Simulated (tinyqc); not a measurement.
Inputs raised by 5 %, one at a time: formation energy of a charged point defect from supercell energies. Computed by tinyqc, a small Python program. Command: `OMP_NUM_THREADS=1 python tinyqc.py 3031180 3031181 out.jsonl formation sens`. One thread of a shared host (Intel(R) Xeon(R) Processor @ 2.30GHz), about 0.02 s of CPU time with the checks.

The host is a compound AB. Making the defect adds n_A = 0, n_B = -1, n_X = 1 atoms to the cell. All total energies are inputs. E_F is counted from the valence-band maximum (VBM); x = 0 is A-rich and x = 1 B-rich growth.

Inputs (values chosen for the exercise, with gap and screening modelled on ZnO):
```
quantity                       value      unit
gap E_g                         3.39        eV
E_VBM of the host cell         2.624        eV
potential alignment dV          -0.1        eV
dielectric constant eps         8.12         -
cell length L                   16.8  angstrom
mu_B of the pure element      -5.369        eV
formation enthalpy dH of AB    -2.71        eV
growth condition x              0.68         -
Fermi level E_F                 2.28        eV
temperature T                   1200         K
site density N_s             2.8e+22     cm^-3
mu_X of the pure element      -5.614        eV
formation enthalpy of AX        -1.7        eV
```

Defect: impurity X on a B site. Supercell lattice: fcc.

charge states q: 1  0  -1  -2

E(defect, q) - E(host), in the order of q (eV): 1.952  5.234  9.982  12.771

Constants: e^2/(4 pi eps_0) = 14.39964548 eV angstrom; k_B = 8.617333262e-05 eV/K.

Method:
- dmu_A = x dH and dmu_B = (1 - x) dH, so that dmu_A + dmu_B = dH; mu = mu(element) + dmu. The impurity is held at its solubility limit: dmu_X = min(0, dH(AX) - dmu_A).
- The reservoir term is sum n_i mu_i.
- Image-charge correction of a point charge in a neutralising background: E_corr = q^2 alpha e^2/(4 pi eps_0) / (2 eps L), alpha = 2.888282 for a fcc array with L the cube root of the volume.
- E_f(q, E_F) = [E(defect, q) - E(host)] - sum n_i mu_i + q (E_VBM + dV + E_F) + E_corr(q).
- eps(q/q-1) = E_f(q - 1, 0) - E_f(q, 0).
- E_f(q, E_F) = E_f(q, 0) + q E_F.
- c_q = N_s exp(-E_f(q, E_F)/k_B T), with all degeneracy factors one and no vibrational entropy.

Runs:
```
input moved                        from       to  level (+1/0) (eV)  level (-1/-2) (eV)  lowest formation energy (eV)  total concentration (cm^-3)
base run                              -        -            0.60556             0.72232                        3.1506                   1.6421e+09
dielectric constant eps            8.12    8.526            0.61282             0.70054                        3.1215                   2.1745e+09
cell length L (angstrom)           16.8    17.64            0.61282             0.70054                        3.1215                   2.1745e+09
Fermi level E_F (eV)               2.28    2.394            0.60556             0.72232                        2.9226                   1.4892e+10
temperature T (K)                  1200     1260            0.60556             0.72232                        3.1506                   7.0063e+09
formation enthalpy dH of AB (eV)  -2.71  -2.8455            0.60556             0.72232                        3.1072                   2.4975e+09
formation enthalpy of AX (eV)      -1.7   -1.785            0.60556             0.72232                        3.1506                   1.6421e+09
potential alignment dV (eV)        -0.1   -0.105            0.61056             0.72732                        3.1606                   1.4908e+09
```

Exponents ln(y'/y) / ln(x'/x):
```
input                        level (+1/0)  level (-1/-2)  lowest formation energy  total concentration
dielectric constant eps             0.244         -0.627                   -0.190                5.755
cell length L                       0.244         -0.627                   -0.190                5.755
Fermi level E_F                     0.000          0.000                   -1.540               45.191
temperature T                       0.000          0.000                    0.000               29.736
formation enthalpy dH of AB         0.000          0.000                   -0.284                8.594
formation enthalpy of AX            0.000          0.000                    0.000                0.000
potential alignment dV              0.169          0.141                    0.065               -1.982
```

Which inputs matter most for each result?

Among the inputs moved here: level (+1/0) answers most in size to dielectric constant eps (exponent +0.244), and about equally to cell length L (+0.244); its exponent is below 0.0005 for Fermi level E_F, temperature T, formation enthalpy dH of AB, formation enthalpy of AX. level (-1/-2) answers most in size to dielectric constant eps (exponent -0.627), and about equally to cell length L (-0.627); its exponent is below 0.0005 for Fermi level E_F, temperature T, formation enthalpy dH of AB, formation enthalpy of AX. lowest formation energy answers most in size to Fermi level E_F (exponent -1.540), next to formation enthalpy dH of AB (-0.284); its exponent is below 0.0005 for temperature T, formation enthalpy of AX. total concentration answers most in size to Fermi level E_F (exponent +45.191), next to temperature T (+29.736); its exponent is below 0.0005 for formation enthalpy of AX.

Caution (all rows): the one-electron levels are out of order (negative U): at least one middle charge state is skipped, and the transition past it moves two or more electrons at once.

Extremes, crossings and ranges named in words are read from the listed rows.
